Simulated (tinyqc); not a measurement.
# ESD clamp with bipolar snapback, compact model and design window: several studies

The drain junction multiplies the current that enters it: Igen = (M - 1)(Ic + I0), M = 1/(1 - (Vj/BV)^n). The generated holes leave through the substrate resistance and the base of the parasitic npn: Igen = Vb/Rb + Ic/be, Ic = Is exp(Vb/Vt). Terminal current I = Ic + I0 + Igen and voltage V = Vj + I Ro, per width. Isothermal, constant gain.

Values chosen for this exercise; values close to those of grounded-gate n-channel clamps: temperature T = 300 K; junction breakdown voltage BV = 11.6 V; exponent of the multiplication n = 2.9; current gain of the parasitic npn be = 2.9; saturation current Is = 5e-18 A/um; junction leakage I0 = 1.8e-11 A/um; substrate resistance Rb = 17000 ohm um; drain ballast and contact resistance Ro = 400 ohm um; failure current for 100 ns It2 = 5.8 mA/um.

Constants: q = 1.602176634e-19 C, kB = 1.380649e-23 J/K, Vt = kB T/q. Results are converted to the units shown.

Each table varies one quantity; the others keep the values above.

## Effect of the current gain of the parasitic npn

For given Vb: Ic, Igen, M = 1 + Igen/(Ic + I0), Vj = BV (1 - 1/M)^(1/n), I and V. Vt1 is the maximum of V along the curve, Vh the following minimum, Vt2 the voltage at I = It2. It1 and Ih are the currents at Vt1 and Vh.

The same in every row: Vt1 (V) = 11.61.

Results:
```
be	It1 (uA/um)	Vh (V)	Ih (uA/um)	Vt2 (V)	Vt2 - Vt1 (V)
1	31.55	9.620	589.3	11.48	-0.1301
1.7	31.54	8.839	728.3	10.60	-1.013
2.9	31.54	7.994	886.1	9.640	-1.972
4.9	31.54	7.180	1057	8.705	-2.907
14	31.54	5.808	1439	7.071	-4.541
24	31.54	5.286	1645	6.412	-5.200
40	31.54	4.904	1834	5.907	-5.705
```

Estimate the missing row, be = 8.2.

Computed row:
```
be	It1 (uA/um)	Vh (V)	Ih (uA/um)	Vt2 (V)	Vt2 - Vt1 (V)
8.2	31.54	6.453	1239	7.852	-3.760
```

With this row back in the table: As be goes from 1 to 40, Vt1 stays near 11.6 V, It1 stays near 31.5 uA/um, Vh falls from 9.62 to 4.90 V and Vt2 falls from 11.5 to 5.91 V. Vt2 exceeds Vt1, the condition for all fingers to turn on, in 0 of the 8 rows. A higher gain needs less multiplication to hold, so Vh falls.

## Effect of the drain ballast and contact resistance

Same model as above.

Effect of the drain ballast and contact resistance:
```
Ro (ohm um)	Vt1 (V)	It1 (uA/um)	Vh (V)	Ih (uA/um)	Vt2 (V)	Vt2 - Vt1 (V)
30	11.60	27.39	7.465	3427	7.494	-4.107
52	11.60	28.27	7.530	2580	7.622	-3.980
92	11.60	29.18	7.618	1919	7.854	-3.749
160	11.60	30.07	7.730	1438	8.248	-3.357
280	11.61	30.97	7.878	1071	8.944	-2.664
490	11.61	31.87	8.069	795.0	10.16	-1.453
860	11.63	32.78	8.320	586.9	12.31	0.6811
1500	11.65	33.69	8.639	432.5	16.02	4.372
```

What does the comparison show?

As Ro goes from 30 to 1500 ohm um, Vt1 stays near 11.6 V, It1 rises from 27.4 to 33.7 uA/um, Vh rises from 7.47 to 8.64 V and Vt2 rises from 7.49 to 16.0 V. Vt2 exceeds Vt1, the condition for all fingers to turn on, in 2 of the 8 rows. Ballast buys uniform turn-on with a higher clamping voltage.

## Effect of the substrate resistance

Same model as above.

Effect of the substrate resistance:
```
Rb (ohm um)	Vt1 (V)	It1 (uA/um)	Vh (V)	Ih (uA/um)	Vt2 (V)	Vt2 - Vt1 (V)
1700	11.75	390.1	9.509	2566	10.18	-1.571
3700	11.66	167.5	8.812	1815	9.864	-1.800
7900	11.63	73.16	8.332	1277	9.713	-1.915
17000	11.61	31.54	7.994	886.1	9.640	-1.972
37000	11.61	13.35	7.757	606.8	9.605	-2.000
79000	11.60	5.729	7.598	417.3	9.589	-2.013
1.7e5	11.60	2.419	7.489	284.8	9.582	-2.019
```

As Rb goes from 1700 to 1.7e5 ohm um, Vt1 falls from 11.7 to 11.6 V, It1 falls from 390 to 2.42 uA/um, Vh falls from 9.51 to 7.49 V and Vt2 falls from 10.2 to 9.58 V. Vt2 exceeds Vt1, the condition for all fingers to turn on, in 0 of the 7 rows. It1 goes as Rb^(-1.10); the product It1 Rb, close to the base voltage at the trigger, goes from 0.663 to 0.411 V.

Program tinyqc, `OMP_NUM_THREADS=1 python tinyqc.py 2670016 2670017 out.jsonl`; Intel Xeon 2.30GHz, shared host, one thread, about 0.01 s.
